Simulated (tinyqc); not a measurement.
Donor near an oxide interface in a gate field (two-state model): sweeps and comparisons. A value that a table varies takes the place of the one given here.

Interface at z = 0 (hard wall), donor at z = d, field F pulling electrons to the interface: potential e F z; 1 kV/cm = 1e-5 eV/angstrom, c = hbar^2/2m0, q = e^2/(4 pi eps0), Q = (eps - eo)/(eps + eo). Donor state: E_D = e F d - ED - q Q/(4 eps d), the last term joining the images of ion and electron. Interface state: z exp(-b z/2) exp(-rho^2/(2 L^2)) with E_z = c b^2/(4 mz) + 3 e F/b + q Q b/(8 eps), minimised over b; in the plane at z = 3/b the ion (distance D = d - 3/b) and its image (D' = d + 3/b) give E_rho = c/(mt L^2) - (q/eps)(sqrt(pi)/L)[erfcx(D/L) + Q erfcx(D'/L)], erfcx(x) = exp(x^2) erfc(x), minimised over L. E_I = E_z + E_rho.

The two states couple by t = t0 exp(-D/aD) with t0 = q/(eps aD) (2 aD/L) sqrt(aD b/2) v, v a valley factor; this form is an estimate. With detuning u = E_D - E_I the splitting is sqrt(u^2 + 4 t^2) and the lower state has weight (1 - u/sqrt(u^2 + 4 t^2))/2 on the donor.

Constants: hbar^2/2m0 = 3.80998211 eV angstrom^2; e^2/(4 pi eps0) = 14.39964547 eV angstrom.

Values chosen for the exercise (near those of a donor in Si below SiO2, static dielectric constants; the results hold for these values, not for the real material):
- d = 140 angstrom (depth of the donor)
- ED = 42.8 meV (bulk binding energy)
- mz = 0.923 m0 (mass across the interface)
- mt = 0.184 m0 (mass in the plane)
- eps = 11.5 (dielectric constant of the semiconductor)
- eo = 3.9 (dielectric constant of the oxide)
- aD = 20.5 angstrom (donor radius)
- v = 0.35 (valley factor)
- Fl = (44.151, 44.713, 44.938, 45.05, 45.163, 45.388, 45.95) kV/cm (fields)
- dl = (65, 90, 120, 155, 200, 250) angstrom (depths)

## Sweeping the field

Both levels, the splitting, the donor weight and the mean depth w d + (1 - w) 3/b.

Results:
```
F (kV/cm),E_D (meV),E_I (meV),splitting (meV),donor weight,mean depth (angstrom)
44.151,17.908,18.797,0.896,0.996,139.6
44.713,18.695,19.029,0.353,0.973,137.3
44.938,19.010,19.121,0.159,0.850,125.0
45.050,19.167,19.167,0.113,0.502,89.9
45.163,19.325,19.213,0.159,0.149,54.4
45.388,19.640,19.305,0.353,0.026,42.0
45.950,20.427,19.534,0.899,0.004,39.6
```

What can be read from the table?

E_D rises by 1.40 and E_I by 0.41 meV per kV/cm, so they cross once, near 45.0 kV/cm, where the splitting is 2t = 0.113 meV. The donor weight passes from 0.85 to 0.15 while the detuning goes from -2t to 2t, a window of 0.23 kV/cm or 0.51 % of the field; across the table the charge moves by 100 angstrom.

## Depth of the donor

Critical field, and the coupling, E_rho and L at that field.

Results:
```
d (angstrom),critical field (kV/cm),e F d/ED,t (meV),E_rho (meV),L (angstrom)
65,120.8,1.835,2.5,-20.58,59
90,78.1,1.643,0.69,-15.50,74
120,54.4,1.525,0.15,-12.00,91
155,39.9,1.444,0.027,-9.53,109
200,29.5,1.379,0.0030,-7.56,131
250,22.8,1.332,0.00027,-6.16,153
```

What does this show?

The critical field falls from 121 to 23 kV/cm, with exponent -1.24 in d, while t drops by a factor 9.3e+03, about e for each 21 angstrom at the end (aD = 20.5). One lattice plane (1.36 angstrom) of misplacement changes t by 6 % and the critical field by about 1.4 % at 120 angstrom.

## What each parameter does

Critical field (E_D = E_I), and t and L there. Each row changes one parameter from the base and keeps the others.

Results:
```
case,critical field (kV/cm),t (meV),L (angstrom)
base,45.1,0.0565,101.5
d = 155 angstrom,39.9,0.0271,109.2
ED = 48.8 meV,51.0,0.0526,102.3
aD = 22.6 angstrom,45.1,0.0936,101.5
mz = 0.785 m0,46.0,0.0597,101.0
mt = 0.212 m0,44.8,0.0599,96.2
eo = 5.8,43.8,0.0527,104.1
eps = 12.2,45.5,0.0517,103.7
```

What can be read from the table?

The largest shifts from the base row, up to three for each result and ties (the steps differ in size, so this ranks the rows, not the parameters). critical field (kV/cm): ED +6.0, d -5.2, eo -1.3; unchanged at the printed digits by aD. t (meV): aD +0.0371, d -0.0295, eps -0.00479. L (angstrom): d +7.6, mt -5.3, eo +2.6; unchanged at the printed digits by aD.

(tinyqc, `OMP_NUM_THREADS=1 python tinyqc.py 1281658 1281659 out.jsonl`, Intel(R) Xeon(R) Processor @ 2.30GHz, 1 thread, shared host, about 0.07 s.)
